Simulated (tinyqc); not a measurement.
# Carrier lifetime of an n-type layer with SRH, radiative, Auger and surface recombination: what changes with what

Uniform excess density dn = dp (no trapping), n = n0 + dn, p = p0 + dn, Boltzmann statistics, full ionisation. Surfaces enter as a rate 2 S dn/d, which holds while diffusion to them is fast.

Inputs (values chosen for the exercise); band and dielectric values close to those of gallium arsenide:
- T = 350 K (temperature)
- Eg = 1.44 eV (band gap)
- Nc = 5.62e17 cm^-3 (conduction-band density of states at T)
- Nv = 1.15e19 cm^-3 (valence-band density of states at T)
- B = 6.98e-10 cm^3/s (radiative coefficient)
- N = 2.5e15 cm^-3 (donor density)
- Cn = 2.5e-30 cm^6/s (Auger coefficient (two electrons))
- Cp = 1.5e-30 cm^6/s (Auger coefficient (two holes))
- Nt = 5.5e13 cm^-3 (trap density)
- sn = 5e-15 cm^2 (capture cross-section for electrons)
- sp = 2e-14 cm^2 (capture cross-section for holes)
- vth = 1.6e7 cm/s (thermal velocity (both carriers))
- Et = 0.95 eV (trap level below the conduction band)
- S = 0 cm/s (surface recombination velocity (both faces))
- d = 300 um (sample thickness)

Constants: q = 1.602176634e-19 C, kB = 1.380649e-23 J/K, Vt = kB T/q. Results are converted to the units shown.

Each table varies one quantity; the others keep the values above.

## Lifetime against injection

ni = sqrt(Nc Nv) exp(-Eg/(2 Vt)), Eg in volts; majority density N/2 + sqrt(N^2/4 + ni^2), n0 p0 = ni^2; n1 = Nc exp(-Et/Vt), p1 = Nv exp((Et - Eg)/Vt); tn0 = 1/(sn vth Nt), tp0 = 1/(sp vth Nt). With e = n p - ni^2 = dn (n0 + p0 + dn): U_SRH = e/(tp0 (n + n1) + tn0 (p + p1)), U_rad = B e, U_Aug = (Cn n + Cp p) e, U_s = 2 S dn/d. Each tau is dn over its rate; tau = dn/U with U the sum.

Results:
```
dn (cm^-3)	tau_SRH (s)	tau_rad (s)	tau_Aug (s)	tau (s)	radiative share (%)	largest path
1e11	5.6919e-8	5.7304e-7	0.063993	5.1776e-8	9.0353	SRH
1e12	5.7001e-8	5.7284e-7	0.063933	5.1842e-8	9.0501	SRH
1e14	6.5648e-8	5.5102e-7	0.057837	5.8659e-8	10.645	SRH
1e15	1.2182e-7	4.0933e-7	0.027875	9.3880e-8	22.935	SRH
1e16	2.3865e-7	1.1461e-7	0.0017297	7.7425e-8	67.553	radiative
1e17	2.7855e-7	1.3977e-8	2.4015e-5	1.3302e-8	95.169	radiative
1e18	2.8352e-7	1.4291e-9	2.4899e-7	1.4139e-9	98.933	radiative
1e19	2.8403e-7	1.4323e-10	2.4990e-9	1.3540e-10	94.534	radiative
```

Estimate the missing row, dn = 1e13 cm^-3.

Computed row:
```
dn (cm^-3)	tau_SRH (s)	tau_rad (s)	tau_Aug (s)	tau (s)	radiative share (%)	largest path
1e13	5.7815e-8	5.7078e-7	0.063340	5.2498e-8	9.1975	SRH
```

With this row back in the table: SRH recombination leads at dn = 1e11, radiative from 1e16 on. The total lifetime goes from 5.18e-8 through a maximum of 9.39e-8 (at dn = 1e15 among the rows listed) to 1.35e-10 s. tau_SRH goes from 5.69e-8 s (low-injection limit 5.69e-8 s) to 2.84e-7 s (high-injection limit tn0 + tp0 = 2.84e-7 s). Between the last two rows tau_rad goes as dn^(-1.00) and tau_Aug as dn^(-2.00); the radiative share goes from 9.04 through a maximum of 98.9 (at dn = 1e18 among the rows listed) to 94.5 %. For dn = 1e18, 1e19 the carriers are degenerate, where B and the Auger coefficients no longer stay constant.

## Effect of the capture cross-section for electrons at dn = 3e14 cm^-3

Same model as above.

Here dn = 3e14 cm^-3.

The same in every row: tau_rad (s) = 5.117e-7; tau_Aug (s) = 0.04794.

Results:
```
sn (cm^2)	tau_SRH (s)	tau (s)	radiative share (%)	largest path
2e-17	6.165e-6	4.724e-7	92.34	radiative
2e-15	1.179e-7	9.582e-8	18.73	SRH
2e-14	6.293e-8	5.603e-8	10.95	SRH
2e-13	5.743e-8	5.163e-8	10.09	SRH
2e-12	5.688e-8	5.119e-8	10.00	SRH
2e-11	5.682e-8	5.114e-8	9.996	SRH
```

Estimate the missing row, sn = 2e-16 cm^2.

Computed row:
```
sn (cm^2)	tau_SRH (s)	tau (s)	radiative share (%)	largest path
2e-16	6.676e-7	2.897e-7	56.61	radiative
```

With this row back in the table: Radiative recombination leads at sn = 2e-17, SRH from 2e-15 on. tau_SRH falls from 6.17e-6 to 5.68e-8 s and the total lifetime falls from 4.72e-7 to 5.11e-8 s.

tinyqc, about 0.01 s, one thread, Intel Xeon 2.30GHz (shared host): `OMP_NUM_THREADS=1 python tinyqc.py 2300023 2300024 out.jsonl`
